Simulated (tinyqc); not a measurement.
## Electron density from the filling shift

Problem. At zero temperature the Burstein-Moss shift of one parabolic valley is (C/me + C/mh) kF^2 with kF = (3 pi^2 n)^(1/3), C = hbar^2/(2 m0). Find kF and n.

Inputs (values chosen for the exercise): electron mass me = 0.0815 m0; hole mass mh = 0.591 m0.

Constants: q = 1.602176634e-19 C, hbar = 1.054571817e-34 J s, m0 = 9.1093837015e-31 kg, hbar^2/(2 m0) = 0.0380998212 eV nm^2. Results are converted to the units shown.

filling shift = 349.67598 meV

Answer. The shift gives kF^2, and n = kF^3/(3 pi^2).

kF = 0.811 1/nm
n = 1.80e19 cm^-3

Program tinyqc, `OMP_NUM_THREADS=1 python tinyqc.py 2330009 2330010 out.jsonl`; Intel Xeon 2.30GHz, shared host, one thread, about 0.01 s.
